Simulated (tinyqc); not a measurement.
CIS and TDHF on RHF in the 3-21g basis, for H3+, spin multiplicity 1, step by step (part 2 of 2). Computed by tinyqc, a small Python program that keeps every step (integrals from PySCF). Command: `OMP_NUM_THREADS=1 python tinyqc.py 23588 23589 out.jsonl` (the two numbers bound the seeds that draw the settings). One thread of a shared host (Intel(R) Xeon(R) Processor @ 2.60GHz), about 0.05 s of CPU time with the checks.

Geometry (angstrom):
```
atom        x        y        z
H     0.00000  0.00000  0.00000
H     0.00000  0.00000  0.96500
H     0.00000  0.91900  0.48200
```

## CIS matrix, singlets

orbital energies (hartree): MO1 -1.10818, MO2 -0.22742, MO3 -0.19407, MO4 0.57646, MO5 0.80356, MO6 0.85972

Given earlier and not repeated: Two-electron integrals over orbitals (pq|rs).

A(ia,jb) = (e_a - e_i) d_ij d_ab + 2 (ia|jb) - (ij|ab).

CIS matrix A, singlet (hartree), order 1>2, 1>3, 1>4, 1>5, 1>6:
$$\begin{pmatrix}
0.62048 & 0.00000 & -0.00326 & -0.00334 & 0.00000 \\
0.00000 & 0.64596 & 0.00003 & 0.00000 & -0.00339 \\
-0.00326 & 0.00003 & 1.34528 & -0.00058 & 0.00000 \\
-0.00334 & 0.00000 & -0.00058 & 1.54042 & 0.00000 \\
0.00000 & -0.00339 & 0.00000 & 0.00000 & 1.58958
\end{pmatrix}$$

## CIS singlet states

dipole integrals <i|r|a> (bohr), order 1>2, 1>3, 1>4, 1>5, 1>6:
$$\begin{pmatrix}
0.00000 & 1.03520 & -0.00312 \\
0.00000 & -0.00299 & -1.00410 \\
0.00000 & 0.01652 & 0.00009 \\
0.00000 & -0.02711 & 0.00008 \\
0.00000 & 0.00014 & 0.05023
\end{pmatrix}$$

Diagonalise A (1 hartree = 27.211386 eV); each vector has its largest component positive (the first on a tie). The transition dipole is mu = sqrt2 sum c_ia <i|r|a>.

singlet excitation energies (eV): [16.88335, 17.57703, 36.60725, 41.91731, 43.25490]

lowest vectors, order 1>2, 1>3, 1>4, 1>5, 1>6:
$$\begin{pmatrix}
0.99998 & -0.00001 & -0.00451 & -0.00362 & 0.00000 \\
0.00001 & 0.99999 & 0.00004 & 0.00000 & -0.00359 \\
0.00450 & -0.00004 & 0.99999 & -0.00294 & 0.00001 \\
0.00363 & 0.00000 & 0.00292 & 0.99999 & -0.00001 \\
0.00000 & 0.00359 & -0.00001 & 0.00001 & 0.99999
\end{pmatrix}$$

oscillator strengths 2/3 w |mu|^2: [0.88647, 0.86802, 0.00025, 0.00196, 0.00614]

## TDHF (RPA) singlet states

B(ia,jb) = 2 (ia|jb) - (ib|ja); the squared energies are the eigenvalues of (A - B)(A + B); 1 hartree = 27.211386 eV.

TDHF matrix B, singlet (hartree), order 1>2, 1>3, 1>4, 1>5, 1>6:
$$\begin{pmatrix}
0.10531 & 0.00000 & -0.00628 & -0.06988 & -0.00001 \\
0.00000 & 0.09924 & 0.00004 & 0.00000 & -0.07108 \\
-0.00628 & 0.00004 & 0.06889 & 0.00377 & -0.00003 \\
-0.06988 & 0.00000 & 0.00377 & 0.08043 & 0.00000 \\
-0.00001 & -0.07108 & -0.00003 & 0.00000 & 0.08802
\end{pmatrix}$$

squared energies w^2 (hartree^2): [0.37106, 0.40449, 1.80497, 2.35948, 2.51184]

TDHF energies from the positive w^2 (eV): [16.57584, 17.30629, 36.55832, 41.79836, 43.12678]

## CIS matrix, triplets

A(ia,jb) = (e_a - e_i) d_ij d_ab - (ij|ab).

CIS matrix A, triplet (hartree), order 1>2, 1>3, 1>4, 1>5, 1>6:
$$\begin{pmatrix}
0.40987 & 0.00000 & 0.00931 & 0.13642 & 0.00001 \\
0.00000 & 0.44747 & -0.00006 & -0.00001 & 0.13878 \\
0.00931 & -0.00006 & 1.20750 & -0.00813 & 0.00007 \\
0.13642 & -0.00001 & -0.00813 & 1.37955 & -0.00001 \\
0.00001 & 0.13878 & 0.00007 & -0.00001 & 1.41354
\end{pmatrix}$$

## CIS triplet states

Diagonalise A (1 hartree = 27.211386 eV); each vector has its largest component positive (the first on a tie).

triplet excitation energies (eV): [10.63713, 11.64462, 32.85470, 38.05832, 38.99622]

lowest vectors, order 1>2, 1>3, 1>4, 1>5, 1>6:
$$\begin{pmatrix}
0.99052 & -0.00007 & 0.01738 & 0.13627 & -0.00002 \\
0.00007 & 0.99023 & -0.00012 & 0.00003 & 0.13943 \\
-0.01265 & 0.00009 & 0.99929 & -0.03547 & 0.00026 \\
-0.13679 & 0.00002 & 0.03341 & 0.99004 & -0.00023 \\
-0.00002 & -0.13943 & -0.00023 & 0.00024 & 0.99023
\end{pmatrix}$$

## TDHF (RPA) triplet states

B(ia,jb) = - (ib|ja); the squared energies are the eigenvalues of (A - B)(A + B); 1 hartree = 27.211386 eV.

TDHF matrix B, triplet (hartree), order 1>2, 1>3, 1>4, 1>5, 1>6:
$$\begin{pmatrix}
-0.10531 & 0.00000 & 0.00628 & 0.06988 & 0.00001 \\
0.00000 & -0.09924 & -0.00004 & 0.00000 & 0.07108 \\
0.00628 & -0.00004 & -0.06889 & -0.00377 & 0.00003 \\
0.06988 & 0.00000 & -0.00377 & -0.08043 & 0.00000 \\
0.00001 & 0.07108 & 0.00003 & 0.00000 & -0.08802
\end{pmatrix}$$

squared energies w^2 (hartree^2): [0.13555, 0.16690, 1.45294, 1.94606, 2.04225]

TDHF energies from the positive w^2 (eV): [10.01847, 11.11694, 32.80000, 37.96022, 38.88707]
